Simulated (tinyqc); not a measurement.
Localisation in a chain with random site energies (transfer matrices): sweeps and comparisons. A value that a table varies takes the place of the one given here.

Hopping -t; leads with site energy 0, E = -2t cos(ka). psi_(j+1) = ((e_j - E)/t) psi_j - psi_(j-1), a product of matrices M_j = [[(e_j - E)/t, -1], [1, 0]]. For M = M_N ... M_1 the transmission is T = 4 sin^2(ka)/|M21 - M12 + M22 exp(ika) - M11 exp(-ika)|^2. Long samples draw e_j = W (x_j/2147483647 - 1/2) from x_j = 16807 x_(j-1) mod 2147483647, starting at x0. The localisation length xi, in sites, is defined by ln T = -2N/xi on average; weak disorder gives xi = 24 (4t^2 - E^2)/W^2, and the mean free path for backscattering is xi/2.

Numerical xi = N/ln sqrt(psi_(N+1)^2 + psi_N^2) for N = 20000 sites from psi_1 = 1, psi_0 = 0; its statistical error is about xi sqrt(xi/N).

Values chosen for the exercise:
- t = 0.88 eV (hopping)
- E = -0.45 eV (energy)
- x0 = 6476 (start of the number sequence)
- W = 1.96 eV (full width of the disorder)

## Localisation length against disorder

The same number sequence scaled by W.

xi (sites):
```
W/t   W (eV)  numerical  error  weak disorder  strong: 1/(ln(W/2t) - 1)
1.0    0.880     84.018  5.446         89.724                         -
1.5    1.320     40.032  1.791         39.877                         -
2.0    1.760     22.768  0.768         22.431                         -
3.0    2.640     10.377  0.236          9.969                         -
4.0    3.520      5.960  0.103          5.608                         -
6.0    5.280      2.879  0.035          2.492                         -
10.0   8.800      1.412  0.012          0.897                     1.641
16.0  14.080      0.896  0.006          0.350                     0.926
```

What can be read from the table?

At W = t the numerical value is 84.0 +/- 5.4 against 89.7, and at 2t 22.77 +/- 0.77 against 22.43. The weak-disorder formula is within 15 % for W/t = 1, 1.5, 2, 3, 4 and 6; at W = 16t it gives 0.35 and the strong-disorder form 0.93, against 0.90. All states of the chain are localised; disorder only sets the length.

## From ballistic to localised

200 samples of each length, cut one after another from the start of the sequence. Typical T = exp(mean ln T). Ohmic: 1/(1 + 2N/xi); localised: exp(-2N/xi), both with the weak-disorder xi.

Transmission:
```
N   mean T  typical T  spread of ln T  ohmic  localised
2    0.827      0.812           0.196  0.819      0.802
5    0.667      0.614           0.456  0.644      0.575
10   0.479      0.378           0.796  0.475      0.331
20   0.248      0.132           1.357  0.311      0.110
40  0.0763     0.0143           2.191  0.184     0.0120
80  0.0121   0.000171           3.638  0.102   0.000144
```

What can be read from the table?

With xi = 18.1 sites, mean and typical T are 0.667 and 0.614 at N = 5, and 0.0121 and 0.000171 at N = 80, where ln T scatters by 3.6. The slope of ln(typical T) between 40 and 80 sites gives xi = 18.1, uncertain by about 7 % from the scatter of 200 samples. At N = 80 the ohmic law gives 594 times the typical value: a single channel has no ohmic range beyond a mean free path, and the mean is carried by rare resonant samples.

## What each parameter does

Numerical and weak-disorder xi. Each row changes one parameter from the base and keeps the others.

Results:
```
case          numerical xi (sites)  weak-disorder xi (sites)
base                         18.35                     18.09
t = 1.012 eV                 25.60                     24.33
E = -0.32 eV                 20.75                     18.71
W = 2.352 eV                 12.90                     12.56
x0 = 6477                    17.15                     18.09
```

What does this show?

The largest shifts from the base row, up to three for each result and ties (the steps differ in size, so this ranks the rows, not the parameters). numerical xi (sites): t +7.25, W -5.45, E +2.41. weak-disorder xi (sites): t +6.24, W -5.53, E +0.63; unchanged at the printed digits by x0. A new x0 is another sample of the same disorder; its shift is one draw of the statistical scatter, about xi sqrt(xi/N); the other rows share one sample, so their errors are correlated.

Computed by tinyqc, a small Python program: `OMP_NUM_THREADS=1 python tinyqc.py 1481722 1481723 out.jsonl` (the numbers bound the seed that draws the inputs); one thread of a shared host (Intel(R) Xeon(R) Processor @ 2.30GHz), about 0.07 s for the whole set of steps.
